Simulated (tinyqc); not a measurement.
# Sub-threshold conduction and electro-thermal threshold of an amorphous chalcogenide: what changes with what

Trap-limited conduction: I = I0 exp(-Ea/kB T) sinh(q V dz/(2 ua kB T)), I0 = 2 q A Nt dz/ta. One lumped temperature T = T0 + Rt I V. The threshold is the largest V for which a steady state exists on the low-current branch.

Values chosen for this exercise; values of the order of Ge-Sb-Te and related chalcogenides: ambient temperature T0 = 330 K; cross-section A = 1700 nm^2; amorphous thickness ua = 25 nm; distance between traps dz = 8.6 nm; activation energy Ea = 0.3 eV; trap density Nt = 2e19 cm^-3; attempt time ta = 1e-15 s; thermal resistance Rt = 3.7 K/uW; drift exponent nu = 0.1.

Constants: q = 1.602176634e-19 C, kB = 1.380649e-23 J/K. Results are converted to the units shown.

Each table varies one quantity; the others keep the values above.

## Resistance drift

The low-field resistance drifts as R = R0 (t/1 s)^nu, R0 = 2 ua kB T0 exp(Ea/kB T0)/(q dz I0). Read as a growth of Ea, this is dEa = nu kB T0 ln(t/1 s).

Results:
```
t (s)  R (Mohm)     R/R0  dEa (meV)
0.001  0.033749  0.50119    -19.644
1      0.067338   1.0000          0
100     0.10672   1.5849     13.096
10000   0.16914   2.5119     26.192
1e6     0.26808   3.9811     39.287
3e8     0.47421   7.0423     55.507
```

Estimate the missing row, t = 0.1 s.

Computed row:
```
t (s)  R (Mohm)     R/R0  dEa (meV)
0.1    0.053488  0.79433    -6.5479
```

With this row back in the table: R grows by a factor of 1.26 a decade and 7.04 from 1 s to 3e8 s. A level that lies a factor of 3 below a fixed read threshold at 1 s reaches it after 59000 s.

## Threshold against ambient temperature

Same model as above.

The threshold is the first local maximum over T of the V that solves Rt I(V, T) V = T - T0.

Threshold against ambient temperature:
```
T0 (K)  Vth (V)  T - T0 (K)  Ith (uA)  field (MV/cm)
230      0.6685       31.97     12.92         0.2674
260      0.5702       37.89     17.96         0.2281
300      0.4544       46.93     27.91         0.1818
330      0.3805       55.09     39.13         0.1522
360      0.3188       65.03     55.13         0.1275
400      0.2556       82.08     86.77         0.1023
```

Vth falls from 0.669 to 0.256 V, on average -2.43 mV/K, and the rise at threshold rises from 32.0 to 82.1 K: a warmer layer conducts more and needs less field to reach runaway.

Range of the model: Purely electronic switching mechanisms, filaments and series resistance are left out.

tinyqc, about 0.01 s, one thread, Intel Xeon 2.30GHz (shared host): `OMP_NUM_THREADS=1 python tinyqc.py 2490037 2490038 out.jsonl`
